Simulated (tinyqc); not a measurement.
Levels against anisotropy: donor in an ellipsoidal valley (Kohn-Luttinger variational method). Computed by tinyqc, a small Python program. Command: `OMP_NUM_THREADS=1 python tinyqc.py 3014366 3014367 out.jsonl kohnlutt walk`. One thread of a shared host (Intel(R) Xeon(R) Processor @ 2.30GHz), about 0.04 s of CPU time with the checks.

H = -(d^2/dx^2 + d^2/dy^2) - gamma d^2/dz^2 - 2/r in units built on m_t, with gamma = m_t/m_l and z along the valley axis. One valley; no valley-orbit or central-cell term.

Inputs (values chosen for the exercise, modelled on germanium): transverse mass m_t = 0.0832 m_0; longitudinal mass m_l = 1.57 m_0; dielectric constant eps = 15.7.

Constants: Ry = 13.605693123 eV; a_0 = 0.529177210903 angstrom.

Method:
- Ry* = Ry m_t/eps^2, a* = a_0 eps/m_t, gamma = m_t/m_l.
- Trial function exp(-sqrt((x^2 + y^2)/a^2 + z^2/b^2)) with beta = b/a < 1: E = t/a^2 - u/a, t = (2 + gamma/beta^2)/3, u = 2 arcsin(sqrt(1 - beta^2))/sqrt(1 - beta^2); the best a is 2 t/u and E(beta) = -u^2/(4 t).
- The trial energy is minimised over beta by golden section from 0.05 to 0.999, 60 steps.
- Gaussian basis: g = P exp(-al (x^2 + y^2) - be z^2) with P = 1 (s-like), z (2p0) or x (2p+-); al = 0.004 x 2.6^k, k = 0..11, and be/al = 1, gamma^(-1/2) or 1/gamma (36 functions); 1/r = (2/sqrt(pi)) int exp(-t^2 r^2) dt by 48 Gauss-Legendre points after t = sqrt(al_i + al_j) tan(theta); overlap eigenvalues below 1e-10 are dropped.

gamma = 0.0529936

Binding energies (Ry*):
```
gamma,"1s, trial","1s, Gaussians",2p0,2p+-
0.013,2.5289,2.5571,1.5247,0.39808
0.026,2.3125,2.3316,1.2633,0.38450
0.053,2.0690,2.0801,1.0035,0.36680
0.079,1.9253,1.9328,0.8670,0.35507
0.140,1.7135,1.7173,0.6874,0.33588
0.380,1.3410,1.3416,0.4289,0.29578
0.750,1.0978,1.0978,0.2960,0.26418
```

What does the comparison show, and why?

As gamma falls from 0.75 to 0.013, 1s deepens from 1.098 to 2.557 Ry*, on the way from the hydrogen value 1 to the two-dimensional limit 4; 2p+- moves from 0.264 to 0.398 (limits 1/4 and 4/9), while 2p0 climbs from 0.296 to 1.525 and joins 1s as gamma tends to 0.

Extremes, crossings and ranges named in words are read from the listed rows.
